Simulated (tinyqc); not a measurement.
Convergence with the plane-wave basis: k.p theory built from an empirical-pseudopotential calculation at Gamma.

Empirical pseudopotential on the fcc lattice, atoms at +/- tau, tau = a (1,1,1)/8, no spin-orbit coupling. H(G,G') = c (2 pi/a)^2 |k + G|^2 delta + VS(q) cos(q.tau) + i VA(q) sin(q.tau), q = G - G', c = hbar^2/2m0; k and G in units of 2 pi/a; VS at |q|^2 = 3, 8, 11 and VA at 3, 4, 11, in rydberg, zero elsewhere. The basis holds all G with |G|^2 up to a cut-off. Energies are counted from the fourth level at Gamma.

For a multiplet A of d_A states, W(B) = (4 c/(3 d_A)) sum over n in A, m in B and i = x, y, z of |<n|G_i|m>|^2 (G in 1/angstrom, <n|G_i|m> = sum_G c_n(G)* G_i c_m(G)); the mean inverse mass of A is 1 + sum_B W(B)/(E_A - E_B). Multiplets with W = 0 are left out.

Valence parameters: D(u) = c + 4 c^2 sum_m <n|u.G|m><m|u.G|n'>/(0 - E_m) on the valence triplet, in units of c, has eigenvalues L, M, M along [100] and (L + 2M + 2N)/3, (L + 2M - N)/3 twice along [111]; g1 = -(L + 2M)/3, g2 = -(L - M)/6, g3 = -N/6.

Constants: hbar^2/2m0 = 3.80998211 eV angstrom^2; Ry = 13.60569312 eV.

Values chosen for the exercise (out of a larger set: near those of GaP; not measured data): a = 5.451 angstrom (lattice constant); VS = (-0.214, 0.03, 0.069) Ry (symmetric form factors); VA = (0.12, 0.068, 0.022) Ry (antisymmetric form factors).

E_s is the lowest empty singlet, Ep its W to the valence triplet, m its mass.

Results:
```
cut-off  plane waves  E_s (eV)  Ep (eV)  m (m0)    g1    g2    g3
8                 27     2.547    17.98  0.1255  3.78  0.85  1.53
11                51     2.492    18.52  0.1199  3.92  0.98  1.56
12                59     2.514    18.45  0.1214  3.98  0.93  1.57
16                65     2.516    18.46  0.1215  3.99  0.93  1.57
19                89     2.517    18.45  0.1216  3.98  0.94  1.56
20               113     2.534    18.44  0.1224  3.97  0.92  1.56
24               137     2.535    18.44  0.1225  3.97  0.92  1.56
```

What does the comparison show, and why?

Against the last row, E_s errs most, by -0.043 eV, at cut-off 11, and by -0.001 eV in the last row but one. Ep varies by 3.0 % over the table and m by 4.6 %: the mass, near E_s/Ep, inherits the errors of both. Local form factors fix the converged values only roughly. The gap is a difference of two levels, so it need not converge steadily, and here it does not.

(tinyqc, `OMP_NUM_THREADS=1 python tinyqc.py 1050495 1050496 out.jsonl`, Intel(R) Xeon(R) Processor @ 2.30GHz, 1 thread, shared host, about 0.7 s.)
